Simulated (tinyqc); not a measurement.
Isotherms: adsorption as a lattice gas: isotherms with interactions, competition, desorption peaks and saturation dose. Computed by tinyqc, a small Python program. Command: `OMP_NUM_THREADS=1 python tinyqc.py 3013251 3013252 out.jsonl adsorb walk`. One thread of a shared host (Intel(R) Xeon(R) Processor @ 2.30GHz), about 0.2 s of CPU time with the checks.

One adsorbate per site; a molecule needs 1 empty site. Gas and surface have the same temperature.

Inputs (values chosen for the exercise, for a model surface): desorption energy E = 1.51 eV; prefactor nu = 1.5e+12 1/s; pair energy w (positive repels) = -0.05 eV; neighbours z = 3; site density N_s = 10 1/nm^2; molecular mass M = 132 u; sticking coefficient s0 = 0.45; temperature T = 585 K; pressure p = 4.9e-05 Pa; blocking by a second gas, K_B p_B = 0.14.

Adsorption: molecular (first order).

Constants: u = 1.6605390666e-27 kg; k_B = 1.380649e-23 J/K; k_B = 8.617333262e-05 eV/K.

Method. Flux F = p/sqrt(2 pi M k_B T); k_d = nu exp(-E/(k_B T)); s0 F (1 - theta) = N_s k_d theta, so y = s0 F/(N_s k_d), theta = y/(1 + y). With a second gas on the same sites theta = y/(1 + y + K_B p_B). With u = w/(k_B T). Mean field: theta/(1 - theta) = y exp(-z u theta). Quasi-chemical: theta/(1 - theta) = y [(r - 1 + 2 theta)(1 - theta)/((r + 1 - 2 theta) theta)]^(-z/2) exp(-z u/2), r = sqrt(1 - 4 theta (1 - theta)(1 - exp(-u))).

u = -0.991839

Coverage; the first column is ln y - z u/2:
```
ln y - z u/2  no interaction  mean field  quasi-chemical
-5.0                 0.00152     0.00153         0.00153
-3.0                 0.01112     0.01150         0.01178
-2.0                 0.02966     0.03258         0.03474
-1.0                 0.07672     0.10087         0.11863
-0.5                 0.12049     0.19807         0.24436
0.0                  0.18426     0.50000         0.50000
0.5                  0.27135     0.80193         0.75564
1.0                  0.38042     0.89913         0.88137
2.0                  0.62533     0.96742         0.96526
3.0                  0.81939     0.98850         0.98822
5.0                  0.97103     0.99847         0.99847
```

What does the comparison show, and why?

At half coverage the slope d theta/d ln y is 1/4 without interaction, 1/(4 + z u) = 0.976 in mean field and 0.605 in the pair theory, 1/[4 + 2 z (exp(u/2) - 1)]. Attraction steepens the filling towards a step; the two theories differ by at most 0.046 in these rows.
